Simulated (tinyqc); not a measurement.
From rigid to soft shells: rigid-ion and shell models of the dielectric response of an ionic crystal. Computed by tinyqc, a small Python program. Command: `OMP_NUM_THREADS=1 python tinyqc.py 3025496 3025497 out.jsonl shell walk`. One thread of a shared host (Intel(R) Xeon(R) Processor @ 2.30GHz), about 0.01 s of CPU time with the checks.

Charges +Z and -Z; 8 nearest neighbours, Madelung constant M = 1.762675, volume per ion pair Omega = 1.539601 d^3. Energy per pair U = -M Z^2 e2/d + 8 A exp(-d/rho), e2 = e^2/(4 pi eps_0). In the shell model the anion is a core of charge Y - Z and a massless shell of charge -Y, joined by the spring k; the repulsion acts on the shell. Each ion feels the Lorentz field E + (4 pi/3) P (Gaussian units).

Inputs (values chosen for the exercise, for a model crystal):
```
quantity                       value           unit
nearest-neighbour distance d    2.67       angstrom
ionic charge Z                     1              e
hardness d/rho                  9.65              -
cation mass                     55.6              u
anion mass                        19              u
shell charge size Y              3.4              e
core-shell spring k             62.3  eV/angstrom^2
cation polarisability alpha_+   0.39     angstrom^3
```

Structure: caesium chloride.

Constants: e^2/(4 pi eps_0) = 14.39964548 eV angstrom; 1 eV/angstrom^3 = 160.2176634 GPa; nu for 1 eV/(angstrom^2 u) = 15.6333042 THz; 1 THz = 33.35640952 1/cm.

Method:
- Zero pressure fixes 8 A exp(-d/rho) = M Z^2 e2 rho/d^2. Then U = -(M Z^2 e2/d)(1 - rho/d), B = M Z^2 e2 (d/rho - 2)/(9 Omega d), and the spring of one sublattice against the other is R = (1/3) x (Laplacian of the repulsion summed over neighbours) = M Z^2 e2 (d/rho - 2)/(3 d^3), so R = 3 B Omega/d^2.
- With C = 4 pi Z^2 e2/(3 Omega): mu lambda_TO = R - C, mu lambda_LO = R + 2 C; eps_inf = 1 and eps_s = lambda_LO/lambda_TO.
- lambda in eV/(angstrom^2 u) gives the wavenumber 15.6333042 x 33.35640952 x sqrt(lambda); mu is the reduced mass.
- Eliminating the shell gives the anion polarisability alpha_- = Y^2 e2/(k + R), the Szigeti charge Z_S = Z - Y R/(k + R) and the softened spring R' = k R/(k + R). With b = 4 pi (alpha_+ + alpha_-)/(3 Omega): eps_inf = (1 + 2b)/(1 - b) (Clausius-Mossotti); Born charge Z* = Z_S (eps_inf + 2)/3.
- mu lambda_TO = R' - (4 pi e2/(3 Omega)) Z_S^2/(1 - b); mu lambda_LO = mu lambda_TO + 4 pi e2 Z*^2/(eps_inf Omega); eps_s = eps_inf lambda_LO/lambda_TO.

repulsive spring R = 3.40040 eV/angstrom^2

volume Omega = 29.3050 angstrom^3

omega_LO, rigid ions = 379.931 1/cm

Response against the core-shell spring:
```
k (eV/angstrom^2)  eps_inf      Z_S      Z*  omega_TO (1/cm)  omega_LO (1/cm)   eps_s
50                  4.0158  0.78350  1.5711           111.74           292.18  27.456
62                  3.1685  0.82322  1.4183           125.52           301.72  18.306
81                  2.5294  0.86302  1.3030           134.99           312.75  13.577
110                 2.0848  0.89805  1.2228           141.20           324.00  10.977
160                 1.7564  0.92925  1.1635           145.62           335.56   9.327
250                 1.5279  0.95438  1.1223           148.61           346.18   8.290
500                 1.3445  0.97703  1.0892           150.98           356.97   7.516
1900                1.2197  0.99393  1.0667           152.56           365.92   7.017
```

From the stiffest to the softest shell eps_inf rises from 1.22 to 4.02 and Z_S falls from 0.99 to 0.78; omega_LO moves by -20 % and omega_TO by -26.8 %. Screening by eps_inf cuts the LO frequency, which rigid ions overstate (rigid ions: 380 per cm); eps_s goes from 7.02 to 27.46.
